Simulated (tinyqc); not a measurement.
Strained alloy layer of InAs and GaAs on (001) InP, model-solid band line-up: one step of the calculation.

The layer is x parts of the first compound and 1 - x of the second, grown coherently on the third as substrate and barrier. Rows of the table: lattice constant a, average valence level Ea on an absolute scale, spin-orbit splitting so, gaps at Gamma, X and L, hydrostatic deformation potentials av and ac (Gamma), shear potential b, elastic constants, electron and heavy-hole (along z) masses. All are interpolated linearly in x; gaps get -C x (1 - x), taken wholly in the conduction band; real line-ups can differ from this model by 0.1 eV or more.

Question. Band edges and offsets. In-plane strain e = (a_substrate - a)/a, e_z = -2 (c12/c11) e, volume change 2 e + e_z. With v = 2 e + e_z and d = 2 b (e_z - e): Eav = Ea + av v; E_hh = Eav + so/3 - d/2; E_lh = Eav - so/6 + d/4 + sqrt(so^2 + so d + 9 d^2/4)/2; E_c = Ea + so/3 + EG + ac v (Gamma). Substrate: E_v = Ea + so/3, E_c = E_v + EG. Well depths: dEc = E_c(substrate) - E_c, dEhh = E_hh - E_v(substrate), dElh likewise; strained Gamma gap E_c - max(E_hh, E_lh); positive values confine carriers in the layer.

Inputs (values chosen for the exercise):
- x = 0.36 (fraction of the first compound in the layer)
- CG = 0.477 eV (bowing of the Gamma gap)
- CX = 1.4 eV (bowing of the X gap)
- CL = 0.33 eV (bowing of the L gap)

Binary compounds, values chosen for the exercise:
```
              close to InAs  close to GaAs  close to InP
a (angstrom)          6.058          5.653         5.869
Ea (eV)               -6.67          -6.92         -7.04
so (eV)               0.381          0.336         0.109
EG (eV)               0.351           1.41          1.35
EX (eV)                1.36           1.91           2.2
EL (eV)                1.07            1.7          1.95
av (eV)                   1           1.17          1.27
ac (eV)               -5.11          -7.12         -4.97
b (eV)                 -1.8          -1.71         -1.72
c11 (GPa)              84.5            118           100
c12 (GPa)              44.7           54.1            56
me (m0)              0.0231         0.0679        0.0801
mh (m0)               0.333          0.355         0.527
```

Wanted: d; E_hh; E_lh; E_c; strained Gamma gap; dEc; dEhh; dElh.

Answer.

d = 0.08258 eV
E_hh = -6.740 eV
E_lh = -6.649 eV
E_c = -5.874 eV
strained Gamma gap = 0.7744 eV
dEc = 0.2208 eV
dEhh = 0.2638 eV
dElh = 0.3548 eV

The light-hole band lies on top, by 91.1 meV. At Gamma the line-up is type I, both carriers held in the layer.

Numbers from tinyqc (`OMP_NUM_THREADS=1 python tinyqc.py 2690076 2690077 out.jsonl`; about 0.01 s on one thread of a shared Intel Xeon 2.30GHz).
